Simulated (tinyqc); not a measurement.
Inside a calculation. Model: FinFET, parasitic resistance, capacitance and delay.

Program tinyqc, `OMP_NUM_THREADS=1 python tinyqc.py 2170032 2170033 out.jsonl`; Intel Xeon 2.30GHz, shared host, one thread, about 0.03 s. Printed values are rounded.

Nf fins under one contact; each has gated perimeter p = 2 Hf + Wf and cross-section A = Hf Wf; contact width Wc = Nf pf, stack height Hs = Hf. Contact length Lc = CPP - Lg - 2 Lsp, shared by two neighbouring gates. Source and drain sides are equal. The formulas are first-order estimates, not field solutions.

Values chosen for this exercise; values close to those of silicon logic devices: temperature T = 300 K; number of fins Nf = 2; fin height Hf = 35 nm; fin width Wf = 5 nm; fin pitch pf = 27 nm; contacted gate pitch CPP = 51 nm; gate length Lg = 18 nm; spacer length Lsp = 4 nm; relative permittivity of the spacer ks = 7; gate height above the channel stack Hc = 15 nm; contact resistivity rc = 1.8e-9 ohm cm^2; resistivity of the source-drain epitaxy re = 0.00033 ohm cm; current-carrying depth of the epitaxy te = 15 nm; resistivity of the extension rx = 0.00071 ohm cm; gate overlap Lov = 0.5 nm; inversion capacitance Cinv = 2.7 uF/cm^2; injection velocity vx = 1.3e7 cm/s; apparent mobility mu = 240 cm^2/(V s); threshold at zero drain voltage VT = 0.25 V; barrier lowering dl = 0.028 V/V; subthreshold factor n = 1.25; wire load Cw = 0.22 fF; supply voltage Vdd = 0.8 V.

Constants: q = 1.602176634e-19 C, kB = 1.380649e-23 J/K, eps0 = 8.8541878128e-12 F/m, Vt = kB T/q. Results are converted to the units shown.

## Geometry and resistances

Epitaxy sheet resistance Rsh = re/te, transfer length LT = sqrt(rc/Rsh), contact Rc = [sqrt(rc Rsh)/Wc] coth(Lc/(2 LT)); extension of one fin Rx = rx Lsp/A. Effective width N p; for equal currents one side has Rc + Rx/N.

Lc = 25 nm
effective width = 150 nm
Rsh = 220 ohm
LT = 28.6039 nm
Rc = 283.430 ohm
Rx = 162.286 ohm
one side times effective width = 54.6859 ohm um

Lc/2 is 0.44 transfer lengths, and Rc is 6.3 % above the area limit rc/(Wc Lc/2). The contact makes up 77.7 % of one side.

## Capacitances

With N fins: gate Cg = Cinv p N Lg; per side, plate Cp = ks eps0 [Wc (Hs + Hc) - N A]/Lsp, top fringe Cf = (2/pi) ks eps0 Wc ln(1 + Lg/(2 Lsp)), overlap Co = Cinv p N Lov. Cs = Cp + Cf + Co. An inverter of two such devices driving an equal one has the load CL = 2 (Cg + 2 Cs) + 4 Cs + Cw (its own drains counted twice for the Miller effect).

Cg = 72.9 aF
Cp = 36.4128 aF
Cf = 2.51135 aF
Co = 2.025 aF
CL = 693.394 aF

The channel capacitance gives 21.0 % of CL, the parasitic parts 47.2 % and the wire 31.7 %.

## Iteration 1: fin currents at Vgs = Vdd, Vds = Vdd/2

I at the start (uA): fin 1 0, fin 2 0

One fin: I = p Q vx u/(1 + |u|^1.8)^(1/1.8), Q = Cinv n Vt ln(1 + exp((Vg' - VT + dl Vd')/(n Vt))), u = Vd' mu/(vx Lg), Vg' = Vgs - v, Vd' = Vds - 2 v, with the drop on each side v = Rc (sum of I) + Rx I. I(new) = I(out).

drop v (mV): fin 1 0, fin 2 0
I(out) (uA): fin 1 141.640, fin 2 141.640
I after iteration 1 (uA): fin 1 141.640, fin 2 141.640

## Iteration 2: fin currents at Vgs = Vdd, Vds = Vdd/2

As before.

drop v (mV): fin 1 103.276, fin 2 103.276
I(out) (uA): fin 1 103.265, fin 2 103.265
I after iteration 2 (uA): fin 1 103.265, fin 2 103.265

## Course of the iteration: fin currents at Vgs = Vdd, Vds = Vdd/2

Stop when the largest change of I is below 1e-6 uA, or after 80 iterations.

Course of the iteration:
```
iteration  total I (uA)  largest |change| of one entry (uA)
1               283.280                                 142
2               206.530                                38.4
3               230.851                                12.2
4               223.631                                3.61
5               225.813                                1.09
6               225.157                               0.328
7               225.355                              0.0988
8               225.295                              0.0297
9               225.313                             8.95e-3
10              225.308                             2.69e-3
11              225.309                             8.10e-4
12              225.309                             2.44e-4
13              225.309                             7.34e-5
14              225.309                             2.21e-5
15              225.309                             6.65e-6
16              225.309                             2.00e-6
17              225.309                             6.02e-7
```

Converged in 17 iterations. At the end each change is about 0.30 times the one before: linear convergence.

## Effective current, delay and energy

IH = I(Vdd, Vdd/2) = 225.309 uA
IL = I(Vdd/2, Vdd), solved likewise = 74.7539 uA

Ieff = (IH + IL)/2, delay CL Vdd/(2 Ieff), energy CL Vdd^2, with CL the load of an inverter that drives an equal one.

Ieff = 150.031 uA
delay = 1.84866 ps
energy = 443.772 aJ

Without any series resistance Ieff would be 187 uA, so the resistances cost 19.6 %.
